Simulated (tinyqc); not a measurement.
From results back to parameters: valence-band offset from core levels. Four cases, with inputs chosen for the exercise.

Problem. At an interface of A and B the binding energy of the core level of B exceeds that of A by dCL. Binding energy of a core level = (EF - Ev) + CL, with one Fermi level for both sides. Find dEv = Ev(A) - Ev(B) and dEc = Eg2 - Eg1 - dEv with the corrected (second) gaps.

Find: dEv; dEc.

Method. dCL = (EF - Ev(B)) + CL_B - (EF - Ev(A)) - CL_A = dEv + CL_B - CL_A; the Fermi level drops out.

Case 1.

Values chosen (out of a larger set: gaps near those of GaN and AlN; not measured data): CL = (68.07, 54.63) eV (depth of a core level below the valence top in bulk A and bulk B); Eg1 = (1.85, 3.44) eV (gap of A: semi-local value, corrected value); Eg2 = (4.41, 6.13) eV (gap of B: semi-local value, corrected value).

dCL = -12.6833 eV

Solution.

dEv = 0.76 eV
dEc = 1.93 eV

Case 2.

Values chosen (out of a larger set: gaps near those of GaAs and AlAs; not measured data): CL = (60.92, 24.72) eV (depth of a core level below the valence top in bulk A and bulk B); Eg1 = (0.5, 1.58) eV (gap of A: semi-local value, corrected value); Eg2 = (1.36, 2.35) eV (gap of B: semi-local value, corrected value).

dCL = -35.8248 eV

Solution.

dEv = 0.38 eV
dEc = 0.39 eV

Case 3.

Values chosen (out of a larger set: gaps near those of Si and Ge; not measured data): CL = (37.67, 91.07) eV (depth of a core level below the valence top in bulk A and bulk B); Eg1 = (0.59, 1.17) eV (gap of A: semi-local value, corrected value); Eg2 = (0.1, 0.73) eV (gap of B: semi-local value, corrected value).

dCL = 52.8598 eV

Solution.

dEv = -0.54 eV
dEc = 0.10 eV

Case 4.

Values chosen (out of a larger set: gaps near those of Si and SiO2; not measured data): CL = (82.69, 50.3) eV (depth of a core level below the valence top in bulk A and bulk B); Eg1 = (0.59, 1.16) eV (gap of A: semi-local value, corrected value); Eg2 = (5.36, 9.38) eV (gap of B: semi-local value, corrected value).

dCL = -27.8899 eV

Solution.

dEv = 4.50 eV
dEc = 3.72 eV

Computed by tinyqc, one run a case: `OMP_NUM_THREADS=1 python tinyqc.py N N+1 out.jsonl` with N = 1850335, 1850356, 1850531, 1850577; one thread of a shared Intel(R) Xeon(R) Processor @ 2.30GHz, about 0.01 s a run at most.
